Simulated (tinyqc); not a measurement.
Thermal, flicker and telegraph noise of a field-effect transistor: one step, computed by the program tinyqc.

Strong inversion, threshold roll-off and channel-length modulation left out; noise sources are uncorrelated and are given as one-sided spectral densities.

Problem. Thermal noise and corner. C_ox = 3.9 eps_0/t; V_c = 2 v_s L/mu; I = W C_ox v_s V_ov^2/(V_ov + V_c); g_m = W C_ox v_s V_ov (V_ov + 2 V_c)/(V_ov + V_c)^2; g_d0 = mu C_ox (W/L) V_ov. Thermal: S_I = 4 k_B T gamma g_d0; input-referred S_V = S_I/g_m^2; corner f_c where flicker equals thermal. Total input noise from 1 Hz to f_c: sqrt(S_V,thermal [f_c ln(f_c/1 Hz) + f_c - 1 Hz]).

Inputs (values chosen for the exercise, modelled on a high-k silicon transistor):
```
quantity,value,unit
width W,0.73,micrometre
length L,170,nm
electrical oxide thickness t,7.9,nm
mobility mu,420,cm^2/(V s)
saturation velocity v_s,0.87,1e7 cm/s
overdrive V_ov,0.7,V
thermal noise factor gamma,1.4,-
oxide trap density N_t,3.8e+16,1/(eV cm^3)
frequency f,40000,Hz
temperature T,300,K
```

Operating region: saturation. Flicker model: number with correlated mobility.

g_m = 207.7800 microsiemens

flicker S_I = 2.941492e-21 A^2/Hz

drain current I = 96.86546 microampere

Constants: k_B = 1.380649e-23 J/K; eps_0 = 8.8541878128e-12 F/m; e = 1.602176634e-19 C.

Give: thermal S_I; input-referred thermal noise; corner frequency f_c; input noise up to f_c; full shot noise 2eI over thermal S_I.

Solution.

thermal S_I = 1.2800e-23 A^2/Hz

input-referred thermal noise = 17.219 nV/sqrt(Hz)

corner frequency f_c = 9.1924e+06 Hz

input noise up to f_c = 215.46 microvolt

full shot noise 2eI over thermal S_I = 2.4250

At f the noise is flicker dominated (f_c/f = 230). Caution: fewer than one trap per decade of time constant is active, so one device shows telegraph steps and the 1/f law is only a mean over many devices.
